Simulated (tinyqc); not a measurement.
Worked calculation: CIS on RHF in the 6-311g basis, for H2, spin multiplicity 1. One step of it, computed by the program tinyqc.

Question. CIS singlet states. Diagonalise A (1 hartree = 27.211386 eV); each vector has its largest component positive (the first on a tie). The transition dipole is mu = sqrt2 sum c_ia <i|r|a>.

CIS matrix A, singlet (hartree), lower triangle:
```
           1>2        1>3        1>4       1>5       1>6
1>2   0.475335
1>3   0.000000   0.629468
1>4   0.002459   0.000000   0.897241
1>5   0.000000  -0.010105   0.000000  2.644785
1>6  -0.031023   0.000000  -0.015558  0.000000  2.730100
```

dipole integrals <i|r|a> (bohr):
```
            x         y          z
1>2  0.000000  0.000000  -1.011904
1>3  0.000000  0.000000   0.000000
1>4  0.000000  0.000000   0.462213
1>5  0.000000  0.000000   0.000000
1>6  0.000000  0.000000  -0.009344
```

Give: singlet excitation energies; lowest vectors; oscillator strengths 2/3 w |mu|^2.

Answer.

singlet excitation energies (eV): 12.9226  17.1273  24.4119  71.9697  74.3050

lowest vectors:
```
     state 1  state 2  state 3  state 4  state 5
1>2   0.9999   0.0000   0.0052   0.0000  -0.0138
1>3   0.0000   1.0000   0.0000  -0.0050   0.0000
1>4  -0.0053   0.0000   0.9999   0.0000  -0.0085
1>5   0.0000   0.0050   0.0000   1.0000   0.0000
1>6   0.0137   0.0000   0.0086   0.0000   0.9999
```

oscillator strengths 2/3 w |mu|^2: 0.6515  0.0000  0.2497  0.0000  0.0000
